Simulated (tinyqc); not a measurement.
Undoped symmetric double-gate MOSFET, analytic potential model: one step of the calculation.

An undoped body of thickness ts between two equal insulators and tied gates; long channel, electrons only, n = ni exp((psi - V)/Vt) with V the quasi-Fermi potential (0 at the source, Vd at the drain), constant mobility, no quantisation. Across the body psi(x) = V - 2 Vt ln[(ts/(2 beta)) sqrt(q ni/(2 eps0 eps_r Vt)) cos(2 beta x/ts)], x from the centre. Q is the electron charge per area of the whole body.

Problem. Potential and electron density across the body at the source. psi(x) as above with V = 0 and beta = beta_s; n = ni exp(psi/Vt).

Values chosen for this exercise; material values close to those of In0.53Ga0.47As:
- T = 400 K (temperature)
- eps_r = 14.1 (relative permittivity of the semiconductor)
- ts = 20 nm (body thickness)

Constants: q = 1.602176634e-19 C, kB = 1.380649e-23 J/K, Vt = kB T/q, eps0 = 8.8541878128e-14 F/cm where lengths are in cm. Results are converted to the units shown.

```
point,x/ts
0,0
1,0.1
2,0.2
3,0.3
4,0.4
5,0.45
6,0.5
```

beta_s = 0.30451904
ni = 4.4614814e13 cm^-3

Find: psi; n.

Solution.

```
point,psi (V),n (cm^-3)
0,0.2419,4.981e16
1,0.2420,5.000e16
2,0.2424,5.056e16
3,0.2431,5.151e16
4,0.2440,5.289e16
5,0.2445,5.375e16
6,0.2452,5.473e16
```

The density at the surface is 1.10 times that at the centre (1/cos^2 beta).

tinyqc, about 0.03 s, one thread, Intel Xeon 2.30GHz (shared host): `OMP_NUM_THREADS=1 python tinyqc.py 2440146 2440147 out.jsonl`
